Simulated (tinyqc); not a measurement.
Free-carrier optics of a doped semiconductor (Drude model): sweeps and comparisons. A value that a table varies takes the place of the one given here.

eps(E) = ei [1 - Ep^2/(E^2 + i E Gam)], with Ep^2 = 8 pi c (e^2/(4 pi eps0)) N/(m ei), c = hbar^2/2m0, N in 1/angstrom^3 (1e-24 per 1/cm^3); Gam = hbar/tau, tau = mu m m0/e with m0/e = 5.685630e-12 kg/C and mu in m^2/(V s). Energies in meV.

n + i k = sqrt(eps1 + i eps2) with k >= 0; R = ((n - 1)^2 + k^2)/((n + 1)^2 + k^2) at normal incidence from vacuum; alpha = 2 E k/(hbar c), times 1e8 for 1/cm; loss function Im(-1/eps) = eps2/(eps1^2 + eps2^2).

Constants: hbar^2/2m0 = 3.80998211 eV angstrom^2; e^2/(4 pi eps0) = 14.39964547 eV angstrom; hbar = 6.58211957e-16 eV s; hbar c = 1973.269805 eV angstrom.

Values chosen for the exercise (mass and dielectric values near those of Si; N and mu are free inputs; interband absorption and the rise of the mass with filling are left out; shifted at random, so the results belong to these values and not to a real crystal): N = 2.7e+17 1/cm^3 (carrier density); m = 0.271 m0 (conductivity mass); mu = 110 cm^2/(V s) (mobility); ei = 11.47 (high-frequency dielectric constant); E = 10.2 meV (photon energy).

## Reflectance across the plasma edge

Spectrum:
```
E (meV)   eps1   eps2      R  alpha (1/cm)
1.1      10.56  32.13  0.574           380
3.3      10.57  10.64  0.382           498
5.5      10.58   6.31  0.326           519
7.7      10.59   4.42  0.305           519
9.3      10.61   3.60  0.298           513
10.9     10.63   3.01  0.293           505
12.0     10.64   2.69  0.291           498
13.7     10.66   2.30  0.289           486
16.4     10.70   1.83  0.287           463
21.9     10.78   1.23  0.286           414
32.8     10.94   0.63  0.287           316
54.7     11.16   0.22  0.291           180
```

Ep = 10.9 meV and Gam = 38.8 meV: Gam exceeds Ep, so damping washes the plasma edge out. R is 0.574 at the lowest energy and lowest, 0.286, at 21.9 meV of those listed; without damping it would vanish at Ep sqrt(ei/(ei - 1)) = 11.5 meV. At the highest energy R is 0.291, against 0.296 for ei alone. Between the last two rows alpha goes as E^-1.10, where the Drude limit far above Ep and Gam is E^-2.

## Free-carrier absorption and index change in the near infrared

At the wavelengths listed E = hc/lambda (hc = 1239.841984 eV nm). Approximate forms: alpha = ei Ep^2 Gam/(E^2 sqrt(ei) hbar c) and dn = -sqrt(ei) Ep^2/(2 E^2).

Free carriers:
```
lambda (micrometre)  E (meV)  alpha (1/cm)  alpha, approximate         dn  dn, approximate
1.31                   946.4         0.890               0.891  -0.000226        -0.000226
1.55                   799.9          1.24                1.25  -0.000316        -0.000317
2.00                   619.9          2.07                2.08  -0.000526        -0.000528
3.00                   413.3          4.63                4.67   -0.00118         -0.00119
5.00                   248.0          12.7                13.0   -0.00322         -0.00330
8.00                   155.0          31.3                33.2   -0.00795         -0.00844
10.60                  117.0          52.8                58.4    -0.0134          -0.0148
```

At 1.55 micrometre alpha = 1.24 1/cm and dn = -0.000316; a phase shift of pi needs a length lambda/(2 |dn|) = 2.45e+03 micrometre, over which the loss is 1.32 dB. The approximate alpha is within 5 % up to 5 micrometre of the wavelengths listed; it needs photon energies well above both Ep and Gam, which lie at 113.3 and 31.9 micrometre. Interband and intervalley absorption are left out; with a realistic dc mobility the Drude form tends to understate the near-infrared absorption of Si.

## What moves the optical constants

At the energy E. Each row changes one parameter from the base and keeps the others.

Results:
```
case                 Ep (meV)  Gam (meV)       R  alpha (1/cm)
base                    10.94      38.84  0.2948           509
N = 4.05e+17 1/cm^3     13.40      38.84  0.3045           767
m = 0.3252 m0            9.99      32.36  0.2919           498
mu = 66 cm^2/(V s)      10.94      64.73  0.2956           313
ei = 12.04              10.68      38.84  0.3035           496
E = 12.2 meV            10.94      38.84  0.2908           496
```

The largest shifts from the base row, up to three for each result and ties (the steps differ in size, so this ranks the rows, not the parameters). Ep (meV): N +2.46, m -0.95, ei -0.26; unchanged at the printed digits by mu and E. Gam (meV): mu +25.89, m -6.47; unchanged at the printed digits by N, ei and E. R: N +0.0096, ei +0.0087, E -0.0041. alpha (1/cm): N +259, mu -196, ei -12.6.

(tinyqc, `OMP_NUM_THREADS=1 python tinyqc.py 1680395 1680396 out.jsonl`, Intel(R) Xeon(R) Processor @ 2.30GHz, 1 thread, shared host, about 0.01 s.)
